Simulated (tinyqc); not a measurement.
# Scattering rates of a carrier in a spherical band by Fermi's golden rule, step by step

A worked calculation. Computed by tinyqc, a small Python program that keeps every step. Command: `OMP_NUM_THREADS=1 python tinyqc.py 3008412 3008413 out.jsonl scatter walk`. One thread of a shared host (Intel(R) Xeon(R) Processor @ 2.30GHz), about 0.01 s of CPU time with the checks. Intermediate numbers are printed to about 6 digits and carried at full precision; extremes and crossings named in words are read from the listed rows.

All processes here are isotropic or elastic, and the rate listed is the momentum relaxation rate.

Inputs (values chosen for the exercise, modelled on holes in silicon):
```
quantity,value,unit
density-of-states mass of one valley m,0.504,m_0
non-parabolicity alpha,0.31,1/eV
static permittivity eps_s,11.7,-
density rho,2329,kg/m^3
sound velocity v_l,9040,m/s
acoustic deformation potential D_A,5.9,eV
phonon energy hbar w,60.4,meV
optical or intervalley deformation potential D_o,8.8,1e8 eV/cm
final valleys Z_f,1,-
ionised impurity density N_I,4.9e+15,1/cm^3
temperature T,400,K
carrier energy E,24,meV
neutral impurity density N_n,8.9e+15,1/cm^3
```

Crystal: non-polar. Band: Kane. Impurity formula: Brooks-Herring. Further scattering: neutral impurities.

Constants: m_0 = 9.1093837015e-31 kg; e = 1.602176634e-19 C; hbar = 1.054571817e-34 J s; k_B = 8.617333262e-05 eV/K; eps_0 = 8.8541878128e-12 F/m; k_B = 1.380649e-23 J/K; hbar = 6.582119569e-16 eV s.

## The band at energy E

Kane band: hbar^2 k^2/(2 m) = E (1 + alpha E), speed v = hbar k/(m (1 + 2 alpha E)), states per spin, volume and energy g(E) = m k (1 + 2 alpha E)/(2 pi^2 hbar^2); overlap factors are set to 1. Masses are multiplied by m_0 and all formulas are in SI units.

wave number k = 0.565547 1/nm

speed v = 128000 m/s

g(E) = 1.92323e+20 1/(eV cm^3)

Non-parabolicity raises g(E) by a factor 1.019 and changes the speed by a factor 0.989 against a parabolic band at the same E.

## Phonon occupation and screening length

Phonon occupation N_q = 1/(exp(hbar w/(k_B T)) - 1). Debye screening by free carriers of density N_I: L_s = sqrt(eps_s eps_0 k_B T/(e^2 N_I)).

N_q = 0.209742

screening length L_s = 67.4420 nm

Above the threshold emission is favoured over absorption by (N_q + 1)/N_q = exp(hbar w/k_B T) = 5.77, apart from the density of final states.

## Acoustic phonons

Acoustic deformation potential (elastic, equipartition, absorption and emission together): 1/tau = 2 pi k_B T D_A^2 g(E)/(hbar rho v_l^2).

acoustic rate = 1.85433e+12 1/s

## Optical or intervalley phonons

Optical or intervalley deformation potential: 1/tau = (pi Z_f D_o^2/(rho w)) [N_q g(E + hbar w) + (N_q + 1) g(E - hbar w)], with g = 0 below the band edge.

absorption rate = 1.44379e+12 1/s

emission rate = 0 1/s

E lies below hbar w, so emission is forbidden.

## Ionised impurities

Singly charged impurities, momentum relaxation: 1/tau = N_I e^4 m (1 + 2 alpha E) Phi/(8 pi (eps_s eps_0)^2 hbar^3 k^3), with alpha = 0 for a parabolic band. Brooks-Herring: Phi = ln(1 + b) - b/(1 + b), b = 4 k^2 L_s^2.

b = 5819.14

ionised-impurity rate = 2.01642e+11 1/s

Caution: k times the effective Bohr radius is below 1, so the Born approximation behind the Brooks-Herring rate is rough.

## All rates at E

Neutral impurities (Erginsoy): 1/tau = 20 N_n a_B hbar/m, a_B = 4 pi eps_s eps_0 hbar^2/(m e^2). Rates add: 1/tau_m is the sum, and the mean free path is v tau_m.

Momentum relaxation rates:
```
process,rate (1/s),share (%)
acoustic,1.85433e+12,52.2348
optical absorption,1.44379e+12,40.6703
optical emission,0,0
ionised impurity,2.01642e+11,5.68007
neutral impurity,5.02265e+10,1.41484
```

momentum relaxation time tau_m = 281.691 fs

mean free path = 36.0566 nm

The largest rate is acoustic (52 %), then optical absorption (41 %). Caution: Erginsoy's formula holds for k a_B below about 0.5 and for dopants that stay neutral, which means low temperature; elsewhere it is only a rough constant rate.

## Rates against energy

The formulas are those given above.

Momentum relaxation rates (1e12/s) and the total time:
```
E (meV),acoustic,optical absorption,optical emission,ionised impurity,neutral impurity,tau_m (fs)
6,0.9144,1.26358,0.0000,1.31700e+00,0.0502265,282.069
15,1.4559,1.35556,0.0000,3.82430e-01,0.0502265,308.251
30,2.0827,1.50087,0.0000,1.48647e-01,0.0502265,264.378
54,2.8455,1.71836,0.0000,6.64233e-02,0.0502265,213.651
66,3.1743,1.82205,2.0209,5.04265e-02,0.0502265,140.490
91,3.7971,2.03030,4.8156,3.24357e-02,0.0502265,93.234
130,4.6695,2.34056,7.4794,1.98729e-02,0.0502265,68.683
210,6.2808,2.94692,11.6255,1.02957e-02,0.0502265,47.815
360,9.0924,4.05135,18.2444,4.93002e-03,0.0502265,31.803
600,13.5997,5.86097,28.4799,2.46013e-03,0.0502265,20.836
```

The largest rate is ionised impurity at 6.00, acoustic from 15.0 to 66.0, optical emission from 91.0 to 600 meV. Crossing hbar w = 60.4 meV opens emission: tau_m goes from 214 to 140 fs between the two rows around it. The impurity rate goes between the last rows as E^-1.36; the acoustic rate follows g(E) and grows by a factor 14.9 over the table (10.0 for a parabolic band). Erginsoy's formula holds for k a_B below about 0.5 and for dopants that stay neutral, which means low temperature; elsewhere it is only a rough constant rate.

Checks made by the program: Brooks-Herring rate against the angular integral of the screened Coulomb matrix element (relative difference below 1e-10).
